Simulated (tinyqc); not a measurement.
## Magnetoresistance against angle

Conductance G = G0 (1 + P1 P2 cos(phi)) at low bias, phi the angle between the magnetisations, normalised to Rp = RA/area at phi = 0.

Parameters, values chosen for the exercise:
```
symbol,value,unit,meaning
Dm,46,nm,diameter
P1,0.72,,spin polarisation of the reference layer
P2,0.57,,spin polarisation of the free layer
RA,8.9,ohm um^2,"resistance-area product, parallel state"
```

Result of one run:
```
R (kohm)  R/Rp - 1 (%)  share of the full TMR (%)
5.854            9.317                      6.692
```

Which angle phi gave this result: 0, 20, 45 or 90 degree?

phi = 45 degree.

The whole series:
```
phi (degree)  R (kohm)  R/Rp - 1 (%)  share of the full TMR (%)
0                5.355             0                          0
20               5.451         1.786                      1.283
45               5.854         9.317                      6.692
70               6.623         23.68                      17.01
90               7.553         41.04                      29.48
110              8.786         64.07                      46.02
135              10.64         98.70                      70.90
160              12.29         129.6                      93.08
180              12.81         139.2                      100.0
```

R rises from 5.36 to 12.8 kohm, TMR0 = 139 %. It is the conductance that follows cos(phi), so at 90 degrees R has covered only (1 - P1 P2)/2 = 29.5 % of its range.

Numbers from tinyqc (`OMP_NUM_THREADS=1 python tinyqc.py 2450044 2450045 out.jsonl`; about 0.01 s on one thread of a shared Intel Xeon 2.30GHz).
